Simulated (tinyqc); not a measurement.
## Tunnelling through a two-layer gate stack, WKB transmission and Tsu-Esaki current: effect of temperature

Electrons leave the emitter at x = 0. Energies E (motion across the layers) are in eV from the emitter Fermi level; the collector Fermi level lies at -V and offers states at every E. No charge in the dielectric and no image force: F1 = V/(t1 + t2 eps1/eps2), F2 = F1 eps1/eps2; U = phi1 - F1 x in layer 1 and phi2 - F1 t1 - F2 (x - t1) in layer 2. With C = hbar^2/(2 m0), kappa = sqrt(m (U - E)/C) where U > E and 0 elsewhere; T(E) = exp(-S), S = 2 times the integral of kappa over x.

Each layer adds (2/F) sqrt(m/C) [G(u at its left edge) - G(u at its right edge)] to S, with u = U - E (0 where negative) and G(u) = (2/3) u^1.5. J = J0 times the integral of T(E) N(E) dE, N = ln[(1 + exp(-E/Vt))/(1 + exp((-E - V)/Vt))], J0 = q^2 me m0 kB T/(2 pi^2 hbar^3) (times 1e-4 for A/cm^2 per eV), from E = -Ef to far above the barrier (T = 1 there), by quadrature converged to the digits shown.

Values chosen for this exercise; layer 1 close to silicon dioxide, layer 2 close to hafnium oxide: Fermi energy of the emitter above its band bottom Ef = 4.6 eV; emitter mass in the supply function me = 1 m0; barrier of layer 1 above the emitter Fermi level at zero bias phi1 = 2.99 eV; tunnelling mass of layer 1 m1 = 0.48 m0; thickness of layer 1 t1 = 0.6 nm; relative permittivity of layer 1 eps1 = 3.87; barrier of layer 2 at zero bias phi2 = 1.47 eV; tunnelling mass of layer 2 m2 = 0.2 m0; thickness of layer 2 t2 = 3 nm; relative permittivity of layer 2 eps2 = 22.3; voltage across the dielectric V = 0.3 V.

Constants: q = 1.602176634e-19 C, kB = 1.380649e-23 J/K, hbar = 1.054571817e-34 J s, m0 = 9.1093837015e-31 kg, Vt = kB T/q, hbar^2/(2 m0) = 0.0380998212 eV nm^2. Results are converted to the units shown.

Result of one run:
```
J (A/cm^2)  mean E of the current (eV)
0.05362                        -0.2064
```

Which temperature T gave this result: 200, 400, 500 or 600 K?

T = 500 K.

The whole series:
```
T (K)  J (A/cm^2)  mean E of the current (eV)
50        0.04581                     -0.2547
100       0.04601                     -0.2534
200       0.04686                     -0.2480
300       0.04833                     -0.2387
400       0.05052                     -0.2251
500       0.05362                     -0.2064
600       0.05791                     -0.1809
750       0.06938                    -0.09352
```

Between 50 and 300 K the current changes by a factor of 1.06, and between 300 and 750 K by 1.44; the mean energy of the current rises from -0.255 to -0.0935 eV. The transmission grows by a factor e over d = 0.135 eV near E = 0, equal to kB T/q at 1560 K: far below that temperature the thermal tail adds little. In every row a layer is thinner than 0.8 nm, a few atomic planes, where an effective mass is a rough description.

Computed by the program tinyqc: `OMP_NUM_THREADS=1 python tinyqc.py 2540109 2540110 out.jsonl`, one thread of a shared Intel Xeon 2.30GHz, about 0.05 s for the whole run.
